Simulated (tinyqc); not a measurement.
Piezoresistors in the (001) plane of a cubic crystal: one step of the calculation.

Plane stress in crystal axes x = [100], y = [010]. First-order piezoresistance: d rho_xx/rho = p11 sxx + p12 syy, d rho_yy/rho = p12 sxx + p11 syy, d rho_xy/rho = p44 sxy; a resistor along d = (cos th, sin th) changes by dR/R = d.(d rho/rho).d. Changes of geometry and second-order terms are left out.

Task. Longitudinal and transverse coefficients. For uniaxial stress along or across the current: pL = p11 - (A/2) sin^2(2 th), pT = p12 + (A/2) sin^2(2 th), A = p11 - p12 - p44. Gauge factor along [110]: E (p11 + p12 + p44)/2.

Inputs (values chosen for the exercise); coefficients close to those of lightly doped p-type silicon: piezoresistive coefficient p11 = 6.15 x 1e-11/Pa; piezoresistive coefficient p12 = -1.12 x 1e-11/Pa; piezoresistive coefficient p44 = 134 x 1e-11/Pa; angle of the current from [100] th = 22.5 deg; Young's modulus along [110] E = 171 GPa.

Wanted: A; pL; pT; gauge factor.

Result.

A = -126.73 x 1e-11/Pa
pL = 37.833 x 1e-11/Pa
pT = -32.803 x 1e-11/Pa
gauge factor = 118.87

Numbers from tinyqc (`OMP_NUM_THREADS=1 python tinyqc.py 2530121 2530122 out.jsonl`; about 0.01 s on one thread of a shared Intel Xeon 2.30GHz).
